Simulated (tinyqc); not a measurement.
A longer run and its error bar: q-state Potts model on a small periodic square lattice: enumeration, Metropolis, heat-bath and Wolff steps. Computed by tinyqc, a small Python program. Command: `OMP_NUM_THREADS=1 python tinyqc.py 3111124 3111125 out.jsonl potts walk`. One thread of a shared host (Intel(R) Xeon(R) Processor @ 2.30GHz), about 0.04 s of CPU time with the checks.

E = -J x (number of nearest-neighbour bonds with equal states); n x n sites with periodic edges have 2 n^2 bonds. Order parameter m = (q f - 1)/(q - 1), f being the largest share of one state. Sites are numbered row by row from 0. Here q = 3 and n = 3.

Inputs (values chosen for the exercise, for a model of domains or grain orientations):
```
quantity             value  unit
number of states q       3     -
edge n                   3     -
coupling J              70   meV
temperature T          787     K
seed                624767     -
```

Update: Metropolis.

Constants: k_B = 8.617333262e-05 eV/K.

Method:
- K = J/(k_B T); the infinite square lattice orders at K_c = ln(1 + sqrt(q)); Wolff bond probability p = 1 - exp(-K).
- All q^(n^2) states are counted by their number b of equal bonds; weights g(b) exp(K b), K = J/(k_B T). Per site: u = -J <b>/n^2, c/k_B = K^2 (<b^2> - <b>^2)/n^2.
- ln Z = ln sum g(b) exp(K b); entropy per site s/k_B = (ln Z - K <b>)/n^2.
- After 400 updates are discarded, b is recorded for 4000 sweeps of n^2 steps of the update named (random numbers not printed, so these rows are one sample). Records are averaged in blocks; the error is the scatter of block means over sqrt(number of blocks), and the last column its square over that for single records.

start states:
```
   1  2  3
1  0  1  0
2  1  2  2
3  2  1  2
```

K = 1.03217

<b> = 15.9464

Blocking:
```
block length    mean b    error  variance ratio
1             16.10675  0.04649          1.0000
4             16.10675  0.08093          3.0309
16            16.10675  0.11867          6.5166
40            16.10675  0.12238          6.9312
100           16.10675  0.10920          5.5180
```

The run gives 16.107 +/- 0.122 (blocks of 40) against the exact 15.946, a difference of 1.3 error bars. Single records understate the error by a factor of about 2.6, because successive records are correlated.

Extremes, crossings and ranges named in words are read from the listed rows.
